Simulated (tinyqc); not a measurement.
Worked calculation: ROHF in the 6-311g basis, for H2, spin multiplicity 3. One step of it, computed by the program tinyqc.

Problem. Iteration 2: Roothaan effective Fock matrix. With projectors Pc = D(beta) S, Po = (D(alpha) - D(beta)) S, Pv = 1 - D(alpha) S, the block xy is Px^T F Py; with Fc = (F(alpha) + F(beta))/2, the blocks are Fc for cc, oo, vv and cv, F(beta) for co and F(alpha) for ov.

F(alpha) (hartree), lower triangle:
```
           1H 1s      1H 2s      1H 3s      2H 1s      2H 2s      2H 3s
1H 1s   0.378335
1H 2s  -0.580262  -0.473449
1H 3s  -0.541946  -0.468946  -0.352441
2H 1s  -0.112526  -0.251545  -0.320876   0.378335
2H 2s  -0.251545  -0.322804  -0.350985  -0.580262  -0.473449
2H 3s  -0.320876  -0.350985  -0.319012  -0.541946  -0.468946  -0.352441
```

F(beta) (hartree), lower triangle:
```
           1H 1s      1H 2s      1H 3s      2H 1s     2H 2s     2H 3s
1H 1s   1.017655
1H 2s   0.016079   0.172892
1H 3s  -0.139084   0.012415   0.043041
2H 1s  -0.068620  -0.100404  -0.100833   1.017655
2H 2s  -0.100404  -0.055939  -0.039072   0.016079  0.172892
2H 3s  -0.100833  -0.039072  -0.005226  -0.139084  0.012415  0.043041
```

D(alpha) after iteration 1, lower triangle:
```
           1H 1s      1H 2s      1H 3s     2H 1s     2H 2s     2H 3s
1H 1s   0.063865
1H 2s   0.137164   0.296422
1H 3s   0.133270   0.298834   0.364740
2H 1s  -0.003023  -0.017307  -0.080611  0.063865
2H 2s  -0.017307  -0.060310  -0.195099  0.137164  0.296422
2H 3s  -0.080611  -0.195099  -0.319164  0.133270  0.298834  0.364740
```

D(beta) after iteration 1, lower triangle:
```
          1H 1s     1H 2s     1H 3s     2H 1s     2H 2s     2H 3s
1H 1s  0.000000
1H 2s  0.000000  0.000000
1H 3s  0.000000  0.000000  0.000000
2H 1s  0.000000  0.000000  0.000000  0.000000
2H 2s  0.000000  0.000000  0.000000  0.000000  0.000000
2H 3s  0.000000  0.000000  0.000000  0.000000  0.000000  0.000000
```

overlap S, lower triangle:
```
          1H 1s     1H 2s     1H 3s     2H 1s     2H 2s     2H 3s
1H 1s  1.000000
1H 2s  0.706377  1.000000
1H 3s  0.373664  0.788963  1.000000
2H 1s  0.023518  0.150577  0.211906  1.000000
2H 2s  0.150577  0.377501  0.494551  0.706377  1.000000
2H 3s  0.211906  0.494551  0.735525  0.373664  0.788963  1.000000
```

Give: effective F.

Solution.

effective F (hartree), lower triangle:
```
         1H 1s    1H 2s    1H 3s    2H 1s    2H 2s    2H 3s
1H 1s   0.6077
1H 2s  -0.3394  -0.1507
1H 3s  -0.3557  -0.1870  -0.0834
2H 1s  -0.0875  -0.1783  -0.2164   0.6077
2H 2s  -0.1783  -0.1779  -0.1701  -0.3394  -0.1507
2H 3s  -0.2164  -0.1701  -0.1136  -0.3557  -0.1870  -0.0834
```
